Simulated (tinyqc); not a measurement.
# Worked calculation: MOS inversion layer, Poisson-Schroedinger loop

Numbers from tinyqc (`OMP_NUM_THREADS=1 python tinyqc.py 2160141 2160142 out.jsonl`; about 0.9 s on one thread of a shared Intel Xeon 2.30GHz). Printed values are rounded.

Electrons confined at an insulator interface at z = 0, treated as a hard wall; parabolic valleys, Hartree approximation, no image or exchange terms. The depletion charge lies far deeper than the electrons and gives a uniform field q Nd/(eps0 eps_r); the gate balances all charge. Energies are counted from the band edge at the interface.

Parameters, values chosen for the exercise; masses and permittivity close to those of silicon (100):
- T = 400 K (temperature)
- eps_r = 11.7 (relative permittivity)
- mz1 = 0.9 m0 (mass along z of valley set A (2 valley(s)))
- md1 = 0.19 m0 (in-plane density-of-states mass of set A)
- mz2 = 0.189 m0 (mass along z of valley set B (4 valley(s)))
- md2 = 0.416 m0 (in-plane density-of-states mass of set B)
- Ns = 1.3e12 cm^-2 (sheet density of electrons)
- Nd = 8.3e11 cm^-2 (sheet density of depletion charge)
- dE = 0 eV (extra shift of set B (strain))
- hz = 1.2 nm (mesh step)
- a = 0.5 (mixing factor)

Constants: q = 1.602176634e-19 C, kB = 1.380649e-23 J/K, hbar = 1.054571817e-34 J s, m0 = 9.1093837015e-31 kg, Vt = kB T/q, eps0 = 8.8541878128e-14 F/cm where lengths are in cm, hbar^2/(2 m0) = 0.0380998212 eV nm^2. Results are converted to the units shown.

## Fixed part of the potential

z, node 1 to 14 (nm): [1.2, 2.4, 3.6, 4.8, 6, 7.2, 8.4, 9.6, 10.8, 12, 13.2, 14.4, 15.6, 16.8]

V0 = q Nd z/(eps0 eps_r) in eV.

fixed potential V0, node 1 to 14 (eV): [0.0154041, 0.0308081, 0.0462122, 0.0616162, 0.0770203, 0.0924243, 0.1078284, 0.1232325, 0.1386365, 0.1540406, 0.1694446, 0.1848487, 0.2002528, 0.2156568]

## Round 1: levels and probability densities

self-consistent potential U at the start, node 1 to 14 (eV): [0, 0, 0, 0, 0, 0, 0, 0, 0, 0, 0, 0, 0, 0]

Tridiagonal Hamiltonian with psi = 0 one step beyond both ends: H_ii = C (1/m_(i-1/2) + 1/m_(i+1/2))/hz^2 + V0_i + U_i (+ dE for the set B), H_(i,i+1) = -C/(m_(i+1/2) hz^2), C = hbar^2/(2 m0). The lowest 2 level(s) of each valley set are kept, normalised to hz sum |psi|^2 = 1. The mass is the same on all intervals.

levels (eV): A1 0.0435609, A2 0.0743218, B1 0.0744859, B2 0.1292854
|psi|^2 of A1, node 1 to 14 (1/nm): [0.3236631, 0.3515699, 0.1294127, 0.0252777, 0.0031233, 0.0002686, 0.0000171, 0.0000008, 0.0000000, 0.0000000, 0.0000000, 0.0000000, 0.0000000, 0.0000000]
|psi|^2 of A2, node 1 to 14 (1/nm): [0.2329805, 0.0000040, 0.2339842, 0.2529295, 0.0928819, 0.0181131, 0.0022353, 0.0001920, 0.0000122, 0.0000006, 0.0000000, 0.0000000, 0.0000000, 0.0000000]
|psi|^2 of B1, node 1 to 14 (1/nm): [0.0834183, 0.2077077, 0.2308616, 0.1666024, 0.0890035, 0.0375975, 0.0130675, 0.0038381, 0.0009712, 0.0002149, 0.0000420, 0.0000073, 0.0000011, 0.0000001]
|psi|^2 of B2, node 1 to 14 (1/nm): [0.0771393, 0.1085966, 0.0223572, 0.0142143, 0.1091244, 0.1748279, 0.1566671, 0.0978636, 0.0467964, 0.0180280, 0.0057692, 0.0015548, 0.0003444, 0.0000503]

## Round 1: Fermi level and occupations

Level k holds N_k = D_k Vt ln(1 + exp((EF - E_k)/Vt)) with D = 2 md1 m0 q/(pi hbar^2) for the set A, D = 4 md2 m0 q/(pi hbar^2) for the set B per eV (spin included); EF is fixed by sum N_k = Ns.

EF = -0.04911890 eV
N_k (cm^-2): A1 3.597849e11, A2 1.502632e11, B1 6.549116e11, B2 1.350403e11

## Round 1: density, output potential and mixing

n_i = sum_k N_k |psi_k|^2 (converted to cm^-3). Hartree part by Gauss: on the interval before node i the electrons still beyond are S_i = Ns - hz sum_(j<i) n_j, and U_i = U_(i-1) + q S_i hz/(eps0 eps_r) in eV, U_0 = 0 at the interface. Mixing: U(new) = U + a (U(out) - U).

n, node 1 to 14 (in units of 1e18 cm^-3): [2.165060, 2.771852, 2.359330, 1.581299, 0.881061, 0.510502, 0.300565, 0.157583, 0.069573, 0.025753, 0.008066, 0.002147, 0.000472, 0.000069]
U(out), node 1 to 14 (eV): [0.02412684, 0.04343189, 0.05656376, 0.06444119, 0.06879692, 0.07119044, 0.07244703, 0.07303424, 0.07327049, 0.07335179, 0.07337575, 0.07338173, 0.07338294, 0.07338309]
U after round 1, node 1 to 14 (eV): [0.01206342, 0.02171594, 0.02828188, 0.03222059, 0.03439846, 0.03559522, 0.03622352, 0.03651712, 0.03663524, 0.03667590, 0.03668787, 0.03669087, 0.03669147, 0.03669155]

## Course of the self-consistent loop

Start from U = 0. Stop when the largest |U(out) - U| is below 1e-7 eV, or after 60 rounds. From round 2 on: Anderson mixing of depth m keeps the last m inputs V and residuals F = V(out) - V(in), fits c by least squares to F = dF c over their successive differences dF, dV, and sets V(new) = V + a F - (dV + a dF) c. Here m = 4.

Course of the iteration:
```
round  level A1 (eV)       EF (eV)  largest |U(out) - U| (eV)
1         0.04356089   -0.04911890                     0.0734
2         0.06180788   -0.02482114                     0.0276
3         0.07461701  -0.008656036                    2.55e-3
4         0.07683138  -0.006539753                    1.74e-4
5         0.07696929  -0.006471376                    5.20e-5
6         0.07696767  -0.006469178                    4.50e-7
7         0.07696758  -0.006469268                    1.08e-7
8         0.07696758  -0.006469278                    4.10e-8
```

Converged in 8 rounds.

## Converged levels, occupations and centroid

converged U, node 1 to 14 (eV): [0.02412681, 0.04043149, 0.05005069, 0.05508776, 0.05771288, 0.05911152, 0.05980911, 0.06011431, 0.06022897, 0.06026592, 0.06027617, 0.06027859, 0.06027906, 0.06027912]

Solve for the levels with V0 + U, find EF, n_i = sum_k N_k |psi_k|^2 (in cm^-3); share of each level N_k/Ns; centroid sum n z/sum n.

levels (eV): A1 0.0769676, A2 0.1188447, B1 0.1206532, B2 0.1824563
EF = -0.006469278 eV
shares (%): A1 35.83386, A2 10.95518, B1 45.55007, B2 7.66089
n, node 1 to 14 (in units of 1e18 cm^-3): [3.512290, 3.001853, 2.057458, 1.083017, 0.550709, 0.314783, 0.176187, 0.085553, 0.034892, 0.011991, 0.003510, 0.000880, 0.000184, 0.000026]
centroid = 2.998111 nm

An 800-node mesh to 28 nm with 8 levels a set gives A1 = 0.07917 eV, EF = -0.006217 eV and a centroid of 3.396 nm; the levels kept above hold 91.4 % of the electrons there. The coarse centroid is 12 % below the fine one.

## Closed-form estimates

Triangular well: E_k = a_k (C F^2/mz)^(1/3), a_1 = 2.338107, a_2 = 4.087949, C = hbar^2/(2 m0), F in eV/nm. Fang-Howard (all electrons in the lowest level of set A): b^3 = 6 (mz1/C) q (Nd + 11 Ns/32)/(eps0 eps_r), centroid 3/b, level C b^2/(4 mz1) + (3/b) q (Nd + 11 Ns/16)/(eps0 eps_r). Use F = q (Nd + Ns)/(eps0 eps_r), the surface field, and F = q (Nd + Ns/2)/(eps0 eps_r).

A1 with the surface field = 0.08373908 eV
A1 with Nd + Ns/2 = 0.06569257 eV
A2 with Nd + Ns/2 = 0.1148570 eV
b = 1.409283 1/nm
Fang-Howard centroid = 2.128741 nm
Fang-Howard level = 0.07777018 eV

Against the self-consistent A1 = 0.07917 eV on a fine mesh, the surface-field estimate is 5.8 % above it, the half-charge one 17 % below it and Fang-Howard 1.8 % below it. A1 holds 33.9 % of the electrons, and the Fang-Howard centroid is 37 % below the full one.
